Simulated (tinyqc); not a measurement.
Thermal resistances of a two-die stack.

Problem. Heat leaves through the lower die only, and the system is linear. Find the resistance R1 from the lower die to the coolant, R2 between the dies, and the rise of the upper die when both are powered.

Values chosen for this exercise:
- P1 = 43 W (power of the lower die)
- P2 = 18 W (power of the upper die)

rises of the lower and upper die with only the lower one powered (K): 35.69  35.69
rises of the lower and upper die with only the upper one powered (K): 14.94  23.22

Solution. With only the lower die powered no heat crosses R2, so both dies rise by P1 R1; the difference in the second test is P2 R2; rises add.

R1 = 0.8300 K/W
R2 = 0.4600 K/W
rise of the upper die = 58.91 K

Program tinyqc, `OMP_NUM_THREADS=1 python tinyqc.py 2162055 2162056 out.jsonl`; Intel Xeon 2.30GHz, shared host, one thread, about 0.02 s.
